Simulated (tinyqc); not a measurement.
# Worked calculation: abrupt p-n junction, non-linear Poisson equation by Newton steps

Computed by the program tinyqc: `OMP_NUM_THREADS=1 python tinyqc.py 2000031 2000032 out.jsonl`, one thread of a shared Intel Xeon 2.30GHz, about 0.01 s for the whole run. Printed values are rounded; ~0 in a residual or rate marks an entry under 1e-11 of the largest of its column.

One dimension, p side on the left, n side on the right; net doping C = -Na for x < 0 and +Nd for x > 0. The potential psi is counted from the intrinsic level, and the quasi-Fermi potentials are flat: 0 for holes and -V for electrons, so n = ni exp((psi + V)/Vt) and p = ni exp(-psi/Vt) (Boltzmann statistics, full ionisation, no current).

Values chosen for this exercise; band and dielectric values close to those of indium phosphide: temperature T = 300 K; band gap Eg = 1.33 eV; relative permittivity eps_r = 12.5; conduction-band density of states at T Nc = 5.73e17 cm^-3; valence-band density of states at T Nv = 1.12e19 cm^-3; acceptor density of the p side Na = 1.2e18 cm^-3; donor density of the n side Nd = 2.1e17 cm^-3; bias of the p side against the n side V = 0 V.

Constants: q = 1.602176634e-19 C, kB = 1.380649e-23 J/K, Vt = kB T/q, eps0 = 8.8541878128e-14 F/cm where lengths are in cm. Results are converted to the units shown.

Range of the model: The donor density exceeds a fifth of the band density of states, where Boltzmann statistics begin to fail.

## Intrinsic density, end potentials and Debye lengths

ni = sqrt(Nc Nv) exp(-Eg/(2 Vt)), Eg in volts; psi_p = -Vt ln(Na/ni), psi_n = Vt ln(Nd/ni) - V; Debye length sqrt(eps0 eps_r Vt/(q N)).

ni = 1.70678e7 cm^-3
psi_p = -0.645683 V
psi_n = 0.600624 V
Debye length, p side = 3.85772 nm
Debye length, n side = 9.22171 nm

## Net doping on the mesh

x, node 0 to 10 (nm): -48.9  -36.7  -26.2  -17.2  -9.49  -2.85  2.85  14.6  38.6  88.1  190

C = -Na for x < 0 and +Nd for x > 0, taken at the nodes.

net doping C, node 0 to 10 (cm^-3): -1.2e18  -1.2e18  -1.2e18  -1.2e18  -1.2e18  -1.2e18  2.1e17  2.1e17  2.1e17  2.1e17  2.1e17

## Couplings between neighbouring nodes

a_i = eps0 eps_r/h_i for the interval from node i to i + 1, with h_i = x_(i+1) - x_i in cm.

coupling a_i, interval 0 to 9 (F/cm^2): 9.07191e-7  1.05407e-6  1.22975e-6  1.43550e-6  1.66683e-6  1.94171e-6  9.41935e-7  4.61156e-7  2.23591e-7  1.08614e-7

## Starting potential

psi_p = -Vt ln(Na/ni) on nodes with x < 0 and psi_n = Vt ln(Nd/ni) - V on the others.

psi at the start, node 0 to 10 (V): -0.645683  -0.645683  -0.645683  -0.645683  -0.645683  -0.645683  0.600624  0.600624  0.600624  0.600624  0.600624

## Iteration 1: densities, residual and Jacobian diagonal

n_i = ni exp((psi_i + V)/Vt), p_i = ni exp(-psi_i/Vt), rho_i = p_i - n_i + C_i, g_i = (n_i + p_i)/Vt. Box widths w_i = (h_(i-1) + h_i)/2 in cm. Residual F_i = a_i (psi_(i+1) - psi_i) - a_(i-1) (psi_i - psi_(i-1)) + q rho_i w_i; Jacobian: a_(i-1) and a_i beside the diagonal, b_i = -a_(i-1) - a_i - q g_i w_i on it. The two end nodes are fixed.

```
node   n (cm^-3)   p (cm^-3)
0     2.42759e-4      1.2e18
1     2.42759e-4      1.2e18
2     2.42759e-4      1.2e18
3     2.42759e-4      1.2e18
4     2.42759e-4      1.2e18
5     2.42759e-4      1.2e18
6         2.1e17  0.00138719
7         2.1e17  0.00138719
8         2.1e17  0.00138719
9         2.1e17  0.00138719
10        2.1e17  0.00138719
```

```
node  residual F (C/cm^2)  diagonal b (F/cm^2)
1                      ~0          -1.04023e-5
2                      ~0          -9.53489e-6
3                      ~0          -8.87886e-6
4                      ~0          -8.43838e-6
5              2.41997e-6          -8.19716e-6
6             -2.41997e-6          -4.01918e-6
7                      ~0          -3.72948e-6
8                      ~0          -5.46766e-6
9                      ~0          -1.01844e-5
```

## Iteration 1: Newton step

Solve the tridiagonal system a_(i-1) d_(i-1) + b_i d_i + a_i d_(i+1) = -F_i for nodes 1 to 9, with d = 0 on fixed nodes. Each component d is damped to sign(d) Vt ln(1 + |d|/Vt) before it is added.

Newton step d, before damping, node 1 to 9 (V): 0.000076  0.000748  0.005738  0.034849  0.171481  -0.552296  -0.140962  -0.011900  -0.000261
psi after iteration 1, node 0 to 10 (V): -0.645683  -0.645608  -0.644946  -0.640501  -0.623617  -0.593139  0.520291  0.552423  0.590835  0.600364  0.600624

## Iteration 2: densities, residual and Jacobian diagonal

As before.

```
node   n (cm^-3)   p (cm^-3)
0     2.42759e-4      1.2e18
1     2.43471e-4  1.19649e18
2     2.49787e-4  1.16624e18
3     2.96639e-4  9.82037e17
4     5.69998e-4  5.11073e17
5     0.00185302  1.57209e17
6     9.39019e15   0.0310229
7     3.25447e16  0.00895108
8     1.43806e17  0.00202572
9     2.07899e17  0.00140121
10        2.1e17  0.00138719
```

```
node  residual F (C/cm^2)  diagonal b (F/cm^2)
1            -9.11322e-12          -1.03776e-5
2            -5.06739e-10          -9.33088e-6
3             -1.04046e-8          -7.75025e-6
4             -5.26326e-8          -5.37492e-6
5              2.00807e-6          -4.20968e-6
6             -2.10364e-6          -2.93442e-6
7              3.82683e-8          -1.76362e-6
8              2.33917e-8          -3.96004e-6
9             4.45825e-10          -1.00858e-5
```

## Iteration 2: Newton step

As before.

Newton step d, before damping, node 1 to 9 (V): 0.000074  0.000734  0.005915  0.038557  0.150814  -0.740306  -0.383848  -0.038839  -0.000817
psi after iteration 2, node 0 to 10 (V): -0.645683  -0.645534  -0.644222  -0.635174  -0.600018  -0.543455  0.432678  0.480993  0.567123  0.599560  0.600624

## Course of the Newton iteration

Stop when the largest undamped |d| is below 1e-9 V, or after 80 iterations.

Course of the iteration:
```
iteration  largest |F| (C/cm^2)  largest |d| (V)  at node
1                       2.42e-6            0.552        6
2                       2.10e-6            0.740        6
3                       1.82e-6            0.733        6
4                       1.57e-6            0.683        6
5                       1.37e-6            0.620        6
6                       1.22e-6            0.541        6
7                       1.06e-6            0.462        6
8                       9.04e-7            0.386        6
9                       7.52e-7            0.315        6
10                      6.09e-7            0.248        6
11                      4.74e-7            0.187        6
12                      3.48e-7            0.132        6
13                      2.34e-7           0.0856        6
14                      1.35e-7           0.0478        6
15                      5.97e-8           0.0207        6
16                      1.59e-8          5.51e-3        6
17                      1.49e-9          5.16e-4        6
18                     1.46e-11          5.07e-6        6
19                     1.43e-15         4.97e-10        6
```

Converged in 19 iterations. Once the step is below 0.1 Vt, 2 more iteration(s) reach the threshold: near the solution the error is roughly squared each time.

## Converged densities, field and charge

converged psi, node 0 to 10 (V): -0.645683  -0.645581  -0.644679  -0.638093  -0.603982  -0.508337  -0.365440  -0.102040  0.305553  0.593209  0.600624

n and p as above; field E_i = -(psi_(i+1) - psi_i)/h_i on each interval; charge on either side of the peak Q = eps0 eps_r |E|max (Gauss).

```
node   n (cm^-3)   p (cm^-3)
0     2.42759e-4      1.2e18
1     2.43718e-4  1.19528e18
2     2.52380e-4  1.15425e18
3     3.25597e-4  8.94697e17
4     0.00121820  2.39132e17
5      0.0492593  5.91382e15
6        12.3896  2.35126e13
7      3.29594e5   8.83847e8
8     2.31868e12     125.636
9     1.57634e17  0.00184802
10        2.1e17  0.00138719
```

field E, interval 0 to 9 (kV/cm): -0.084  -0.860  -7.317  -44.242  -144.044  -250.697  -224.170  -169.830  -58.112  -0.728
peak |E| = 250.697 kV/cm
charge Q = 277.465 nC/cm^2

## Check against the exact first integral and the depletion approximation

ni = sqrt(Nc Nv) exp(-Eg/(2 Vt)), Eg in volts. Exact first integral for an abrupt junction with thick neutral sides: psi_p = -Vt ln(Na/ni), psi_n = Vt ln(Nd/ni) - V, psi_j = (Nd psi_n + Na psi_p - Vt (Nd - Na))/(Na + Nd) at the junction, n_j = ni exp((psi_j + V)/Vt), p_j = ni exp(-psi_j/Vt), and E_j^2 = (2 q/(eps0 eps_r)) [Nd (psi_n - psi_j - Vt) + Vt (n_j + p_j)] (minority densities of the neutral sides neglected). Depletion approximation: Vbi = Vt ln(Na Nd/ni^2), W = sqrt(2 eps0 eps_r (Vbi - V)(1/Na + 1/Nd)/q), xp = W Nd/(Na + Nd), xn = W Na/(Na + Nd), peak field 2 (Vbi - V)/W, capacitance eps0 eps_r/W.

psi_j = -0.441912 V
exact field at the junction = 248.631 kV/cm
Vbi = 1.24631 V
W = 98.1547 nm
peak field in the depletion approximation = 253.948 kV/cm

The depletion approximation gives a peak field 2.1 % above the exact one, since it leaves out the Debye tails of the majority carriers at the edges of the depleted layer. The 11-node mesh above gave 250.7 kV/cm on the interval that holds the junction, 0.83 % above the exact value.
